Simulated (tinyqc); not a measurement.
Ellipsoidal valleys in the axes of a wafer and a channel: sweeps and comparisons. A value that a table varies takes the place of the one given here.

Valleys with axes a along [111], [1-1-1], [-11-1] and [-1-11], one whole valley each; inverse mass tensor w = 1/mt + (1/ml - 1/mt) a a. Device axes: z = nz/|nz|, x = nx/|nx|, y = z cross x; in them a = (ax, ay, az). Confinement mass mz = 1/w_zz. In the plane w_ij is replaced by u_ij = w_ij - w_iz w_jz/w_zz (i, j = x, y); density-of-states mass md = 1/sqrt(det u); conductivity mass along x mc = 1/u_xx; ballistic transport mass mx = u_yy/det u, width mass my = 1/u_yy.

Hard walls: E_n = c (n pi/t)^2/mz, c = hbar^2/2m0, n = 1, 2, 3. Non-degenerate share of a valley proportional to md sum_n exp(-E_n/kT); mean 1/mc = sum of share/mc. 1 nm = 10 angstrom.

Constants: hbar^2/2m0 = 3.80998211 eV angstrom^2; kB = 8.617333262e-05 eV/K.

Values chosen for the exercise (near those of the L valleys of Ge; not measured data):

| symbol | value | unit | meaning |
|---|---|---|---|
| ml | 1.6 | m0 | longitudinal mass |
| mt | 0.081 | m0 | transverse mass |
| t | 7.1 | nm | thickness of the film |
| T | 300 | K | temperature |
| nz | (0, 0, 1) |  | surface normal (confinement) |
| nx | (1, 1, 0) |  | channel direction |

## Wafer and channel orientation

For each face/channel: the lowest ladder (mz, number of valleys, md, E1, share) and the mean conductivity mass over all valleys.

Results:

| face/channel | mz | valleys | md | E1 (meV) | share | mean mc |
|---|---|---|---|---|---|---|
| (111)/[1-10] | 1.600 | 1 | 0.081 | 4.7 | 0.745 | 0.0921 |
| (111)/[11-2] | 1.600 | 1 | 0.081 | 4.7 | 0.745 | 0.0921 |
| (100)/[011] | 0.119 | 4 | 0.298 | 62.9 | 1.000 | 0.1508 |
| (001)/[110] | 0.119 | 4 | 0.298 | 62.9 | 1.000 | 0.1508 |
| (210)/[001] | 0.188 | 2 | 0.236 | 39.6 | 0.806 | 0.2370 |
| (112)/[11-1] | 0.519 | 1 | 0.142 | 14.4 | 0.668 | 0.1810 |
| (110)/[1-11] | 0.221 | 2 | 0.218 | 33.8 | 0.855 | 0.1195 |

The mean conductivity mass is lowest, 0.0921, for (111)/[1-10] and (111)/[11-2] and highest, 0.2370, for (210)/[001]; the bulk value is 0.1185. The confinement energy is lowest on the face with the heaviest mz ((111), 5 meV). The density of states of the lowest ladder, valleys times md, runs between 0.081 and 1.191; a small value limits the charge through the quantum capacitance.

## What each parameter does

Lowest E1, its share and the mean conductivity mass. Each row changes one parameter from the base and keeps the others.

Results:

| case | lowest E1 (meV) | share | mean mc (m0) |
|---|---|---|---|
| base | 62.95 | 1.0000 | 0.1508 |
| ml = 1.76 m0 | 62.81 | 1.0000 | 0.1518 |
| mt = 0.073 m0 | 69.68 | 1.0000 | 0.1368 |
| t = 7.81 nm | 52.02 | 1.0000 | 0.1508 |
| T = 330 K | 62.95 | 1.0000 | 0.1508 |

The largest shifts from the base row, up to three for each result and ties (the steps differ in size, so this ranks the rows, not the parameters). lowest E1 (meV): t -10.92, mt +6.73, ml -0.14; unchanged at the printed digits by T. share: unchanged at the printed digits by ml, mt, t and T. mean mc (m0): mt -0.0140, ml +0.0009; unchanged at the printed digits by t and T.

Program tinyqc; command `OMP_NUM_THREADS=1 python tinyqc.py 1850437 1850438 out.jsonl`; about 0.01 s on one thread of a shared Intel(R) Xeon(R) Processor @ 2.30GHz.
